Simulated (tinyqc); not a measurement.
From period in theta back to film thickness d: X-ray reflectivity of a thin film on silicon: critical angles, Parratt recursion, fringes and roughness. Computed by tinyqc, a small Python program. Command: `OMP_NUM_THREADS=1 python tinyqc.py 3120817 3120818 out.jsonl xrr inv`. One thread of a shared host (Intel(R) Xeon(R) Processor @ 2.30GHz), about 0.01 s of CPU time with the checks.

n = 1 - delta + i beta; the classical electron radius is r_e = 2.8179403e-6 nm. Layer 0 is vacuum, 1 the film, 2 the substrate.

Inputs (values chosen for the exercise, modelled on a porous low-k film on silicon, copper K-alpha radiation):
```
quantity,value,unit
wavelength lambda,0.15406,nm
film density rho,1.36,g/cm^3
"effective electrons per unit mass, film",0.522,mol/g
"beta/delta, film",0.01,-
roughness of the surface sigma_1,1.2,nm
roughness of the interface sigma_2,0.17,nm
substrate density,2.33,g/cm^3
"effective electrons per unit mass, substrate",0.507,mol/g
"beta/delta, substrate",0.023,-
grazing angle theta,1.62,degrees
```

Constants: N_A = 6.02214076e+23 1/mol.

Method:
- delta = r_e lambda^2 rho_e/(2 pi), rho_e = density x electrons per mass x N_A; critical angle sqrt(2 delta), q_c = 4 sqrt(pi r_e rho_e).
- k_j = (2 pi/lambda) sqrt(sin^2 theta - 2 delta_j + 2 i beta_j); r_ij = (k_i - k_j)/(k_i + k_j) x exp(-2 k_i k_j sigma^2) (Nevot-Croce); r = (r_01 + r_12 p)/(1 + r_01 r_12 p), p = exp(2 i k_1 d); R = |r|^2.
- Far above the critical angle the period is d theta = lambda/(2 d), or 2 pi/d in q; the envelope runs between (|r_01| - |r_12 p|)^2 and (|r_01| + |r_12 p|)^2; contrast = 2 a b/(a^2 + b^2) with a = |r_01|, b = |r_12 p|; roughness factors on the amplitudes are about exp(-q^2 sigma^2/2).

Problem. A run gave the result below. Find the film thickness d, known to lie between 22 and 36 nm.

period in theta = 0.1675586 degrees

Solution.

Each step takes the trial c = (a f_b - b f_a)/(f_b - f_a), f being the result less the target and a, b, c the logarithms of the listed values; c replaces end b, the old b replaces a if the sign of f changed, and otherwise f_a is halved.

Scan of the range:
```
film thickness d (nm),period in theta (degrees)
22.0,0.200613
23.9,0.184665
25.9,0.170405
28.1,0.157064
30.5,0.144705
33.2,0.132937
36.0,0.122597
```

False position (Illinois rule, in the logarithm of the input) inside the bracket:
```
step,end a,end b,trial,period in theta (degrees)
1,25.9000,28.1000,26.3545,0.167467
2,25.9000,26.3545,26.3267,0.167644
3,26.3545,26.3267,26.3400,0.167559
4,26.3267,26.3400,26.3400,0.167559
```

Period in theta falls at every point of a 13-point scan of the range (every second point is shown), so one value fits; it is bracketed by 25.9 and 28.1. The scan shows a pure power law with exponent -1.000, so scaling from any one row also gives the answer directly. Answer: film thickness d = 26.34 nm.
